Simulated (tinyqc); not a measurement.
Inside a calculation. Method: lattice vibrations of a chain. One step of it, computed by the program tinyqc.

Question. Frequencies. omega^2 are the eigenvalues; wavenumber = 521.4708 sqrt(eigenvalue) 1/cm.

D(q) (eV/(angstrom^2 u)), lower triangle (Hermitian):
```
                     1                    2         3
1             1.173145
2  -0.450015-0.020672i             0.412976
3   0.038879-0.058508i  -0.106086-0.010959i  0.199603
```

Give: eigenvalues; wavenumbers; weights |e|^2 of the mass-weighted modes.

Answer.

eigenvalues: 0.110  0.286  1.390

wavenumbers (1/cm): 172.8  279.0  614.7

weights |e|^2 of the mass-weighted modes:
```
        mode 1  mode 2  mode 3
atom 1   0.070   0.115   0.815
atom 2   0.401   0.420   0.179
atom 3   0.529   0.465   0.006
```
